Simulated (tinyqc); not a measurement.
What each parameter does: ellipsoidal valleys in the axes of a wafer and a channel.

Valleys with axes a along x, y and z, two valleys each; inverse mass tensor w = 1/mt + (1/ml - 1/mt) a a. Device axes: z = nz/|nz|, x = nx/|nx|, y = z cross x; in them a = (ax, ay, az). Confinement mass mz = 1/w_zz. In the plane w_ij is replaced by u_ij = w_ij - w_iz w_jz/w_zz (i, j = x, y); density-of-states mass md = 1/sqrt(det u); conductivity mass along x mc = 1/u_xx; ballistic transport mass mx = u_yy/det u, width mass my = 1/u_yy.

Hard walls: E_n = c (n pi/t)^2/mz, c = hbar^2/2m0, n = 1, 2, 3. Non-degenerate share of a valley proportional to md sum_n exp(-E_n/kT); mean 1/mc = sum of share/mc. 1 nm = 10 angstrom.

Constants: hbar^2/2m0 = 3.80998211 eV angstrom^2; kB = 8.617333262e-05 eV/K.

Parameters, chosen for this exercise (near those of the Delta valleys of Si; shifted at random, so the results belong to these values and not to a real crystal):

| symbol | value | unit | meaning |
|---|---|---|---|
| ml | 0.922 | m0 | longitudinal mass |
| mt | 0.197 | m0 | transverse mass |
| nz | (0, 0, 1) |  | surface normal (confinement) |
| nx | (1, 0, 0) |  | channel direction |
| t | 6.7 | nm | thickness of the film |
| T | 400 | K | temperature |

Lowest E1, its share and the mean conductivity mass.

One parameter was then changed.

Results before and after:

| case | lowest E1 (meV) | share | mean mc (m0) |
|---|---|---|---|
| base | 9.09 | 0.4837 | 0.2472 |
| changed | 11.22 | 0.5236 | 0.2424 |

Which of these changes was made? (a) mt = 0.177 m0; (b) t = 6.03 nm; (c) T = 360 K; (d) ml = 0.83 m0.
Answer: (b) t = 6.03 nm. Of the candidates, run in turn, only this one gives the changed row.

All candidates:

| case | lowest E1 (meV) | share | mean mc (m0) |
|---|---|---|---|
| base | 9.09 | 0.4837 | 0.2472 |
| ml = 0.83 m0 | 10.09 | 0.4793 | 0.2458 |
| mt = 0.177 m0 | 9.09 | 0.5073 | 0.2210 |
| t = 6.03 nm | 11.22 | 0.5236 | 0.2424 |
| T = 360 K | 9.09 | 0.5024 | 0.2449 |

Run: tinyqc, `OMP_NUM_THREADS=1 python tinyqc.py 1880310 1880311 out.jsonl`; Intel(R) Xeon(R) Processor @ 2.30GHz, one thread, shared host; about 0.01 s of CPU time with all checks.
